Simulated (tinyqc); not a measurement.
Pull-up strength from the switching point.

Problem. Transistor (EKV form, voltages against the body): I = 2 n b Vt^2 [F(vp - Vs) - F(vp - Vd)] from drain to source, F(v) = ln^2(1 + exp(v/(2 Vt))), vp = (Vg - VT + sg |Vd - Vs|)/n. n-channel bodies are at 0; for the p-channel device all voltages are counted down from Vdd. b in uA/V^2 gives I in uA. In an inverter In(Vg = Vd = VM) equals Ip at the switching point VM. Find bp and the current there.

Inputs (values chosen for the exercise): temperature T = 400 K; supply voltage Vdd = 0.8 V; slope factor n = 1.1; drain-induced barrier lowering sg = 0.06; n-channel threshold VTn = 0.36 V; p-channel threshold (magnitude) VTp = 0.41 V; gain factor of the pull-down transistor bn = 190 uA/V^2.

Constants: q = 1.602176634e-19 C, kB = 1.380649e-23 J/K, Vt = kB T/q. Results are converted to the units shown.

VM = 0.376416182 V

Answer. Ip is proportional to bp, so bp is In(VM) over the p-channel current for unit b.

bp = 190 uA/V^2
current at VM = 0.480 uA

tinyqc, about 0.05 s, one thread, Intel Xeon 2.30GHz (shared host): `OMP_NUM_THREADS=1 python tinyqc.py 2340106 2340107 out.jsonl`
